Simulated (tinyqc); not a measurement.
## Haynes-Shockley experiment: what a collector records, against the sweep field along the drift

A sheet injected at x = 0, t = 0 gives at x = L the signal n(t) = N0 exp(-t/tau - (L - v t)^2/(4 D t))/sqrt(4 pi D t), D = mu Vt, v = mu F. Its peak lies at tp = [-D + sqrt(D^2 + u^2 L^2)]/u^2, u^2 = v^2 + 4 D/tau; dt is the full width at half height. Simple readings: mobility L/(F tp), diffusion coefficient (L dt/tp)^2/(16 ln 2 tp). Area v times the integral of n over N0: (v/u) exp(L (v - u)/(2 D)).

Values chosen for this exercise: temperature T = 350 K; minority-carrier mobility mu = 1340 cm^2/(V s); lifetime tau = 2.1e-6 s; distance from injector to collector L = 400 um.

Constants: q = 1.602176634e-19 C, kB = 1.380649e-23 J/K, Vt = kB T/q. Results are converted to the units shown.

Results:
```
F (V/cm)  L/v (us)  tp (us)  dt (us)  apparent mobility (cm^2/(V s))  apparent D (cm^2/s)     area  exp(-L/(v tau))
5.5          5.427    3.197    3.261                            2275                46.97  0.08504          0.07544
9.6          3.109    2.408    2.089                            1731                45.14   0.2164           0.2275
17           1.756    1.572    1.081                            1497                43.36   0.4163           0.4334
29           1.029   0.9789   0.5238                            1409                42.19   0.6011           0.6125
87          0.3431   0.3392   0.1053                            1355                41.01   0.8471           0.8493
150         0.1990   0.1978  0.04677                            1348                40.76   0.9088           0.9096
260         0.1148   0.1144  0.02054                            1344                40.61   0.9465           0.9468
```

Estimate the missing row, F = 50 V/cm.

Computed row:
```
F (V/cm)  L/v (us)  tp (us)  dt (us)  apparent mobility (cm^2/(V s))  apparent D (cm^2/s)    area  exp(-L/(v tau))
50          0.5970   0.5832   0.2387                            1372                41.45  0.7471           0.7525
```

With this row back in the table: True values: mu = 1340 cm^2/(V s), D = 40.4 cm^2/s. The apparent mobility is 70 % above the true one in the first row and 0.32 % above it in the last, and the apparent D 16 % above and 0.49 % above D. The peak always comes before L/v, since spreading and decay both weigh down the later part of the signal; the shift is 41 % and 0.32 % in these rows.

Numbers from tinyqc (`OMP_NUM_THREADS=1 python tinyqc.py 2310012 2310013 out.jsonl`; about 0.01 s on one thread of a shared Intel Xeon 2.30GHz).
